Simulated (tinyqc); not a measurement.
# Permittivity of the insulator from five potentials

Question. A node lies on a semiconductor-insulator interface. Steps: hs = tb/3 down into the semiconductor, ho = tox/2 up into the insulator, hy = L/7 sideways. The flux balance of its box reads eox (hy/ho)(above - node) + eps_r (hy/hs)(below - node) + [(eps_r hs + eox ho)/(2 hy)](left + right - 2 node) - q Na (hs/2) hy/eps0 = 0. Find eox.

Inputs (values chosen for the exercise); semiconductor permittivity close to that of silicon:
- eps_r = 11.5 (relative permittivity of the semiconductor)
- tb = 4 nm (body thickness)
- tox = 5.9 nm (insulator thickness)
- L = 36 nm (channel length)
- Na = 0 cm^-3 (acceptor density of the depleted body)

Constants: q = 1.602176634e-19 C, eps0 = 8.8541878128e-14 F/cm where lengths are in cm. Results are converted to the units shown.

psi (V): node 0.44373749, above 0.20490570, below 0.53512799, left 0.091270222, right 1.53

Solution. The balance is linear in eox.

eox = 25.0

Computed by the program tinyqc: `OMP_NUM_THREADS=1 python tinyqc.py 2480173 2480174 out.jsonl`, one thread of a shared Intel Xeon 2.30GHz, about 0.1 s for the whole run.
